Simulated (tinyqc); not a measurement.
Moments against temperature: two-sublattice mean-field magnet: ferrimagnet, compensation points and susceptibility. Computed by tinyqc, a small Python program. Command: `OMP_NUM_THREADS=1 python tinyqc.py 3006988 3006989 out.jsonl ferri walk`. One thread of a shared host (Intel(R) Xeon(R) Processor @ 2.30GHz), about 0.01 s of CPU time with the checks.

A random alloy A(1-x)B(x) with H = -sum over pairs J S_i.S_j. a = <S_A> and b = <S_B> are taken along z, a > 0. Exchange fields: h_A = (1 - x) zJ_AA a + x zJ_AB b, h_B = (1 - x) zJ_AB a + x zJ_BB b; a = S_A B_(S_A)(S_A h_A/(k_B T)) and likewise for b, with the Brillouin function B_S(y) = [(2S + 1)/(2S)] coth[(2S + 1) y/(2S)] - [1/(2S)] coth[y/(2S)].

Inputs (values chosen for the exercise, for a model ferrimagnet):
```
quantity               value  unit
spin S_A                 1.5     -
spin S_B                 1.5     -
g factor g_A             2.2     -
g factor g_B               2     -
fraction x of B sites   0.34     -
z J_AA                  77.4   meV
z J_BB                   4.6   meV
z J_AB                   -14   meV
T over T_c              0.78     -
```

Constants: k_B = 8.617333262e-05 eV/K.

Method:
- Linearised, T (a, b) = M (a, b) with M_ij = S_i (S_i + 1) c_j zJ_ij/(3 k_B), c_A = 1 - x, c_B = x. T_c is the larger eigenvalue, and its eigenvector gives b/a at onset, (T_c - M_AA)/M_AB.
- Repeat from a = S_A, b = -S_B until a and b change by less than 1e-10.
- Net moment m = (1 - x) g_A a + x g_B b in mu_B per site; net spin s = (1 - x) a + x b.

T_c = 753.667 K

Sublattices:
```
T/T_c   T (K)   a/S_A   -b/S_B  m (mu_B)
0.05    37.68  1.0000  0.99542    1.1627
0.15   113.05  0.9999  0.84054    1.3203
0.30   226.10  0.9887  0.55361    1.5886
0.45   339.15  0.9448  0.37469    1.6755
0.60   452.20  0.8606  0.26059    1.6086
0.72   542.64  0.7556  0.19170    1.4502
0.84   633.08  0.5974  0.13024    1.1684
0.92   693.37  0.4346  0.08657    0.8582
0.97   731.06  0.2707  0.05116    0.5374
```

What does the comparison show, and why?

At 0.45 T_c A keeps 0.94 and B 0.37 of saturation. |m| first rises, to 1.675 at 0.45 T_c, because the minority sublattice falls faster (type P).
